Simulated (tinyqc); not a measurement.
Solid solubility of a dopant against its melt (retrograde solidus), clustering and the electrically active fraction: one step, computed by the program tinyqc.

Question. Active fraction after the anneal. A highly soluble donor (another dopant than that of the solidus) is limited by clustering. Donors N_a are active, and clusters hold m atoms each: N_t = N_a + m C, m C = N* (N_a/N*)^m (n/N*)^m, each atom taking one electron, n = N_a/2 + sqrt(N_a^2/4 + n_i^2), n_i = prefactor x T^1.5 exp(-E_i/(k_B T)), with N*(T) = N*(1273 K) exp[-(E_b/k_B)(1/T - 1/1273)]. Resistivity = 1/(e mu N_a).

Inputs (values chosen for the exercise, for a model dopant): total dopant density N_t = 2.3e+21 1/cm^3; atoms per cluster m = 2; cluster scale N* at 1273 K = 3e+20 1/cm^3; activation energy E_b of the cluster scale = 0.5 eV; anneal temperature T_a = 1100 K; prefactor of n_i = 3.99e+16 1/(cm^3 K^1.5); energy E_i in n_i = 0.611 eV; mobility mu = 40 cm^2/(V s).

Clustering: clusters that take up free electrons.

Constants: k_B = 8.617333262e-05 eV/K; e = 1.602176634e-19 C.

Give: N*(T_a); active density N_a; active fraction; resistivity.

Answer.

N*(T_a) = 1.465e+20 1/cm^3

active density N_a = 2.822e+20 1/cm^3

active fraction = 0.1227

resistivity = 0.5529 milliohm cm

Doubling the dose would raise N_a by only 21 %. Caution: this clustering law is a generic form; degeneracy and a doping-dependent mobility are left out.
